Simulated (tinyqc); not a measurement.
One-sided p+-n junction, ionisation integral and breakdown: multiplication against voltage.

A p+ layer at x < 0 and an n drift layer from x = 0. Depletion approximation, built-in voltage neglected. Local ionisation coefficients alpha_n = an exp(-(bn/E)^mx), alpha_p = ap exp(-(bp/E)^mx). Electrons move towards +x, holes towards x = 0.

W = sqrt(2 eps0 eps_r V/(q N)), peak field E0 = q N W/(eps0 eps_r), falling linearly to 0 at W. G(x) = integral from 0 to x of (alpha_n - alpha_p); I_n = integral of alpha_n exp(-G) (electrons injected at x = 0), I_p = integral of alpha_p exp(G(end) - G) (holes injected at the far edge); M = 1/(1 - I). Integrals on a fine grid; BV is where I_n = 1. Here BV = 93.4726 V; the Miller exponent is n = ln(1 - 1/M)/ln(V/BV).

Parameters, values chosen for the exercise; material values close to those of silicon:
- eps_r = 11.8 (relative permittivity)
- an = 7.13e5 1/cm (prefactor of the electron ionisation coefficient)
- bn = 1.3e6 V/cm (field constant for electrons)
- ap = 1.63e6 1/cm (prefactor of the hole ionisation coefficient)
- bp = 2.09e6 V/cm (field constant for holes)
- mx = 1 (exponent)
- N = 4.6e15 cm^-3 (donor density of the drift layer)

Constants: q = 1.602176634e-19 C, eps0 = 8.8541878128e-14 F/cm where lengths are in cm. Results are converted to the units shown.

Result of one run:

| V (V) | E0 (kV/cm) | I_n | I_p | M_n | M_p | Miller n, electrons | Miller n, holes |
|---|---|---|---|---|---|---|---|
| 74.8 | 325 | 0.699 | 0.260 | 3.33 | 1.35 | 1.60 | 6.05 |

What becomes of these results when the reverse voltage V is changed from 74.8 to 46.7 V, all else the same?

Result of the changed run:

| V (V) | E0 (kV/cm) | I_n | I_p | M_n | M_p | Miller n, electrons | Miller n, holes |
|---|---|---|---|---|---|---|---|
| 46.7 | 257 | 0.215 | 0.0198 | 1.27 | 1.02 | 2.21 | 5.65 |

The whole series:

| V (V) | E0 (kV/cm) | I_n | I_p | M_n | M_p | Miller n, electrons | Miller n, holes |
|---|---|---|---|---|---|---|---|
| 37.4 | 230 | 0.103 | 0.00577 | 1.12 | 1.01 | 2.48 | 5.63 |
| 46.7 | 257 | 0.215 | 0.0198 | 1.27 | 1.02 | 2.21 | 5.65 |
| 56.1 | 281 | 0.364 | 0.0533 | 1.57 | 1.06 | 1.98 | 5.74 |
| 65.4 | 304 | 0.530 | 0.123 | 2.13 | 1.14 | 1.78 | 5.88 |
| 74.8 | 325 | 0.699 | 0.260 | 3.33 | 1.35 | 1.60 | 6.05 |
| 80.4 | 337 | 0.796 | 0.395 | 4.91 | 1.65 | 1.51 | 6.17 |
| 86 | 348 | 0.888 | 0.592 | 8.92 | 2.45 | 1.43 | 6.29 |
| 89.7 | 356 | 0.945 | 0.769 | 18.1 | 4.33 | 1.38 | 6.38 |
| 92.1 | 360 | 0.980 | 0.909 | 50.7 | 11.0 | 1.35 | 6.43 |

M_n rises from 1.115 to 50.7 and M_p from 1.006 to 11.0; both diverge at BV. The Miller exponent for electrons falls from 2.48 to 1.35 and that for holes rises from 5.63 to 6.43. The larger multiplication belongs to electrons, whose coefficient at the peak field of the last row is 3.91 times the other.

Program tinyqc, `OMP_NUM_THREADS=1 python tinyqc.py 2120038 2120039 out.jsonl`; Intel Xeon 2.30GHz, shared host, one thread, about 0.04 s.
